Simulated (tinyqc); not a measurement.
# Graded p-n junction, non-linear Poisson equation by Newton steps: two studies

One dimension, p side on the left, n side on the right; net doping C = (Nd - Na)/2 + ((Nd + Na)/2) tanh(x/Lg). The potential psi is counted from the intrinsic level, and the quasi-Fermi potentials are flat: 0 for holes and -V for electrons, so n = ni exp((psi + V)/Vt) and p = ni exp(-psi/Vt) (Boltzmann statistics, full ionisation, no current). Under reverse bias this makes the minority densities vanishingly small everywhere; they play no part in the charge.

Inputs (values chosen for the exercise); band and dielectric values close to those of In0.53Ga0.47As:
```
symbol    value   unit                                 meaning
T           325      K                             temperature
Eg        0.748     eV                                band gap
eps_r      13.7                          relative permittivity
Nc      2.37e17  cm^-3  conduction-band density of states at T
Nv      8.63e18  cm^-3     valence-band density of states at T
Na       1.5e18  cm^-3          acceptor density of the p side
Nd         1e17  cm^-3             donor density of the n side
V          -1.7      V   bias of the p side against the n side
Lg          220     nm                          grading length
```

Constants: q = 1.602176634e-19 C, kB = 1.380649e-23 J/K, Vt = kB T/q, eps0 = 8.8541878128e-14 F/cm where lengths are in cm. Results are converted to the units shown.

Each table varies one quantity; the others keep the values above.

## Capacitance and field against bias

The Poisson equation d/dx(eps0 eps_r dpsi/dx) = -q (p - n + C) is solved on a mesh of more than 1000 nodes that ends in neutral material (psi_p = -Vt ln(Na/ni), psi_n = Vt ln(Nd/ni) - V). C_j = q d/dV of the integral of p over x, from the linearised equation. ni = sqrt(Nc Nv) exp(-Eg/(2 Vt)), Eg in volts. Depletion approximation: Vbi = Vt ln(Na Nd/ni^2), W = sqrt(2 eps0 eps_r (Vbi - V)(1/Na + 1/Nd)/q), xp = W Nd/(Na + Nd), xn = W Na/(Na + Nd), peak field 2 (Vbi - V)/W, capacitance eps0 eps_r/W. The last column applies it to an abrupt Na-Nd junction.

Capacitance and field against bias:
```
V (V)  peak |E| (kV/cm)  C_j (nF/cm^2)  1/C_j^2 (cm^4/uF^2)  eps0 eps_r/C_j (nm)  abrupt depletion C (nF/cm^2)
0                 44.21          69.61                206.4                174.3                         116.2
-0.86             84.37          48.54                424.5                249.9                         77.04
-1.71             115.4          40.83                599.9                297.1                         61.81
-2.57             142.6          36.28                759.8                334.4                         52.99
-3.43             167.2          33.17                909.1                365.7                         47.11
-4.29             189.8          30.84                 1051                393.3                         42.84
-5.14             210.8          29.03                 1186                417.8                         39.58
-6                230.8          27.53                 1319                440.6                         36.94
```

What does the comparison show?

With V going from 0 to -6 V, C_j falls from 69.6 to 27.5 nF/cm^2 and the peak field rises from 44.2 to 231 kV/cm. The slope of 1/C_j^2, read as N = 2/(q eps0 eps_r |slope|), gives 4.06e16 cm^-3 between the first two rows and 6.67e16 cm^-3 between the last two, against Na Nd/(Na + Nd) = 9.38e16 cm^-3; it is not a straight line, so no single doping describes it. At the end C_j goes as (Vbi - V)^(-0.38) with Vbi = 0.675 V, and it is 25 % below the abrupt depletion formula (at the first row 40 % below it).

## Effect of the grading length

Same model as above.

The abrupt values quoted are those of these depletion formulas.

Result of one run:
```
Lg (nm)  peak |E| (kV/cm)  C_j (nF/cm^2)  eps0 eps_r/C_j (nm)
160                   127           44.6                  272
```

What becomes of these results when the grading length Lg is changed from 160 to 39 nm, all else the same?

Result of the changed run:
```
Lg (nm)  peak |E| (kV/cm)  C_j (nF/cm^2)  eps0 eps_r/C_j (nm)
39                    183           57.7                  210
```

The whole series:
```
Lg (nm)  peak |E| (kV/cm)  C_j (nF/cm^2)  eps0 eps_r/C_j (nm)
28                    194           59.4                  204
39                    183           57.7                  210
55                    170           55.4                  219
78                    156           52.4                  231
110                   142           48.8                  248
160                   127           44.6                  272
220                   115           40.9                  297
```

As Lg grows from 28 to 220 nm, the peak field falls from 194 to 115 kV/cm and C_j falls from 59.4 to 40.9 nF/cm^2. The abrupt depletion formulas give 243 kV/cm and W = 196 nm; the first row's field is 20 % below that and the last row's 53 % below it. The same voltage drops over a longer distance, so the field falls.

tinyqc, about 0.06 s, one thread, Intel Xeon 2.30GHz (shared host): `OMP_NUM_THREADS=1 python tinyqc.py 2000099 2000100 out.jsonl`
